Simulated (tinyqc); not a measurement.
What each parameter does: donor near an oxide interface in a gate field (two-state model).

Interface at z = 0 (hard wall), donor at z = d, field F pulling electrons to the interface: potential e F z; 1 kV/cm = 1e-5 eV/angstrom, c = hbar^2/2m0, q = e^2/(4 pi eps0), Q = (eps - eo)/(eps + eo). Donor state: E_D = e F d - ED - q Q/(4 eps d), the last term joining the images of ion and electron. Interface state: z exp(-b z/2) exp(-rho^2/(2 L^2)) with E_z = c b^2/(4 mz) + 3 e F/b + q Q b/(8 eps), minimised over b; in the plane at z = 3/b the ion (distance D = d - 3/b) and its image (D' = d + 3/b) give E_rho = c/(mt L^2) - (q/eps)(sqrt(pi)/L)[erfcx(D/L) + Q erfcx(D'/L)], erfcx(x) = exp(x^2) erfc(x), minimised over L. E_I = E_z + E_rho.

The two states couple by t = t0 exp(-D/aD) with t0 = q/(eps aD) (2 aD/L) sqrt(aD b/2) v, v a valley factor; this form is an estimate. With detuning u = E_D - E_I the splitting is sqrt(u^2 + 4 t^2) and the lower state has weight (1 - u/sqrt(u^2 + 4 t^2))/2 on the donor.

Constants: hbar^2/2m0 = 3.80998211 eV angstrom^2; e^2/(4 pi eps0) = 14.39964547 eV angstrom.

Parameters, chosen for this exercise (near those of a donor in Si below SiO2, static dielectric constants; shifted at random, so the results belong to these values and not to a real crystal):
```
symbol  value  unit      meaning
d       150    angstrom  depth of the donor
ED      31.7   meV       bulk binding energy
mz      0.905  m0        mass across the interface
mt      0.187  m0        mass in the plane
eps     11.6             dielectric constant of the semiconductor
eo      3.9              dielectric constant of the oxide
aD      20.2   angstrom  donor radius
v       0.6              valley factor
```

Critical field (E_D = E_I), and t and L there.

One parameter was then changed.

Results before and after:
```
case     critical field (kV/cm)  t (meV)  L (angstrom)
base                       31.0   0.0665         104.2
changed                    33.7    0.109          99.1
```

Which of these changes was made? (a) eo = 5.8; (b) aD = 22.2 angstrom; (c) ED = 37.7 meV; (d) d = 140 angstrom; (e) mt = 0.215 m0; (f) eps = 12.3; (g) mz = 0.769 m0.

Answer: (d) d = 140 angstrom. Of the candidates, run in turn, only this one gives the changed row.

All candidates:
```
case                critical field (kV/cm)  t (meV)  L (angstrom)
base                                  31.0   0.0665         104.2
d = 140 angstrom                      33.7    0.109          99.1
ED = 37.7 meV                         36.8   0.0589         105.4
aD = 22.2 angstrom                    31.0    0.111         104.2
mz = 0.769 m0                         31.7   0.0709         103.5
mt = 0.215 m0                         30.8   0.0705          98.8
eo = 5.8                              30.0   0.0612         106.8
eps = 12.3                            31.5   0.0606         106.4
```

Computed by tinyqc, a small Python program: `OMP_NUM_THREADS=1 python tinyqc.py 1280575 1280576 out.jsonl` (the numbers bound the seed that draws the inputs); one thread of a shared host (Intel(R) Xeon(R) Processor @ 2.30GHz), about 0.1 s for the whole set of steps.
